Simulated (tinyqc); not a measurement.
# Changing the anneal temperature T

Model: solubility, supersaturation, precipitation and gettering of an impurity in a silicon-like host. Computed by tinyqc, a small Python program. Command: `OMP_NUM_THREADS=1 python tinyqc.py 3024089 3024090 out.jsonl ripen sweep`. One thread of a shared host (Intel(R) Xeon(R) Processor @ 2.30GHz), about 0.01 s of CPU time with the checks.

The wafer was saturated at T1 and is then held at T.

Inputs (values chosen for the exercise, for a model impurity):

| quantity | value | unit |
|---|---|---|
| site density N0 | 5e+22 | 1/cm^3 |
| enthalpy of solution H | 2.73 | eV |
| entropy of solution S | 8.8 | k_B |
| diffusion prefactor D0 | 0.0011 | cm^2/s |
| migration energy Q | 0.644 | eV |
| temperature of saturation T1 | 1400 | K |
| sink density n | 8.8e+08 | 1/cm^3 |
| initial sink radius r0 | 51 | nm |
| impurity density in the precipitate C_p | 2.4e+22 | 1/cm^3 |
| interface energy gamma | 0.44 | J/m^2 |
| anneal time t | 20 | s |

Constants: k_B = 8.617333262e-05 eV/K; k_B = 1.380649e-23 J/K.

Method:
- C_eq(T) = N0 exp(S/k_B - H/(k_B T)); D(T) = D0 exp(-Q/(k_B T)); C0 = C_eq(T1). Supersaturation s = C0/C_eq(T); critical radius r* = 2 gamma/(C_p k_B T ln s); barrier W* = (4 pi/3) gamma r*^2. Strain energy is left out.
- tau0 = 1/(4 pi n r0 D); C_fixed(t) = C_eq + (C0 - C_eq) exp(-t/tau0). If all excess precipitates, the final radius is r_f = [r0^3 + 3 (C0 - C_eq)/(4 pi n C_p)]^(1/3), with tau_f = 1/(4 pi n r_f D).
- Growing sinks: with y = r/r_f and y0 = r0/r_f, dy/dt = (1 - y^3)/(3 tau_f y), which integrates to t/tau_f = F(y) - F(y0), F(y) = (1/2) ln[(1 + y + y^2)/(1 - y)^2] - sqrt(3) arctan[(2y + 1)/sqrt(3)]; the share of the excess left is (1 - y^3)/(1 - y0^3), and C(t) = C_eq + (C0 - C_eq) x share.

One run for each value:

| anneal temperature T (K) | C(t) with growing sinks (1/cm^3) | tau_f (s) | supersaturation s | critical radius r* (nm) | W*/(k_B T) |
|---|---|---|---|---|---|
| 770 | 4.5574e+16 | 152.63 | 1.0983e+08 | 0.1863 | 6.02 |
| 840 | 4.0900e+16 | 67.98 | 3.5621e+06 | 0.2096 | 6.98 |
| 910 | 3.3088e+16 | 34.29 | 1.9578e+05 | 0.2395 | 8.42 |
| 980 | 2.2620e+16 | 19.07 | 1.6286e+04 | 0.2794 | 10.64 |
| 1050 | 1.2148e+16 | 11.47 | 1.8874e+03 | 0.3353 | 14.30 |
| 1120 | 4.9380e+15 | 7.36 | 2.8635e+02 | 0.4191 | 20.94 |
| 1190 | 2.2245e+15 | 4.99 | 5.4235e+01 | 0.5589 | 35.04 |
| 1260 | 4.2466e+15 | 3.58 | 1.2358e+01 | 0.8383 | 74.45 |
| 1330 | 1.5036e+16 | 2.82 | 3.2903e+00 | 1.6766 | 282.14 |

Over the rows, C(t) with growing sinks (1/cm^3) goes from 4.56e16 through a minimum among these rows, 2.22e15 at 1190, to 1.50e16; tau_f (s) falls from 153 to 2.82 (exponent d ln y / d ln x -9.3 between the first rows and -4.5 between the last). When cold, diffusion is too slow for the time given; when hot, the solubility sets the floor.

Caution (rows 770, 840, 910, 980, 1050, 1120): the barrier to homogeneous nucleation is below 35 k_B T for these inputs, so new precipitates would form and outnumber the fixed sinks assumed here. Caution (rows 770, 840, 910, 980, 1050): a critical radius of atomic size is outside the capillary model.

Extremes, crossings and ranges named in words are read from the listed rows.
